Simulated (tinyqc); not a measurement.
Thermal stress and diffusional relaxation in a metal film: Coble and Nabarro-Herring creep, cooling and holds: one step, computed by the program tinyqc.

A thin film on a rigid substrate is stress-free at T0. Tension is positive and the film creeps linearly: d sigma/dt = -M (mismatch) dT/dt - sigma/tau.

Task: Creep at the hold temperature. Creep rate per stress: Nabarro-Herring 14 D Omega/(k_B T d^2), Coble (14 pi) delta D_b Omega/(k_B T d^3), with D = D0 exp(-E/(k_B T)), delta D_b = (delta D_b)0 exp(-E_b/(k_B T)); 1/tau = M x (sum of both)/2 (biaxial strain rate is half the uniaxial one). Temperatures in kelvin are T(C) + 273.15. sigma(t) = sigma_0 exp(-t/tau), relaxed part sigma_0 - sigma(t); the grain size where both mechanisms are equal is pi delta D_b/D.

Inputs (values chosen for the exercise, modelled on copper films on silicon):

| quantity | value | unit |
|---|---|---|
| biaxial modulus M | 183 | GPa |
| atomic volume Omega | 11.8 | angstrom^3 |
| lattice prefactor D0 | 2.3e-05 | m^2/s |
| lattice energy E | 2.02 | eV |
| boundary prefactor (delta D_b)0 | 6.8e-15 | m^3/s |
| boundary energy E_b | 1.08 | eV |
| grain size d | 0.75 | um |
| stress-free temperature T0 | 450 | C |
| hold temperature T | 180 | C |
| hold time t | 0.37 | h |
| yield stress | 380 | MPa |

stress after a quench sigma_0 = 726.327 MPa

Constants: k_B = 1.380649e-23 J/K; k_B = 8.617333262e-05 eV/K.

Give: Nabarro-Herring rate; Coble rate; relaxation time tau; stress after the hold; stress relaxed during the hold; crossover grain size.

Result:

Nabarro-Herring rate = 3.694e-23 1/(Pa s)

Coble rate = 1.302e-15 1/(Pa s)

relaxation time tau = 2.331 h

stress after the hold = 619.7 MPa

stress relaxed during the hold = 106.6 MPa

crossover grain size = 2.644e+07 um

Coble creep is 3.5e7 times as fast as Nabarro-Herring creep at this grain size. The crossover size is formal, far above any film grain. Caution: the elastic stress exceeds the yield stress, so dislocation glide would cap it first. Caution: bulk creep laws overstate relaxation in a bonded film, where the substrate constrains boundary diffusion, and dislocation glide is left out.
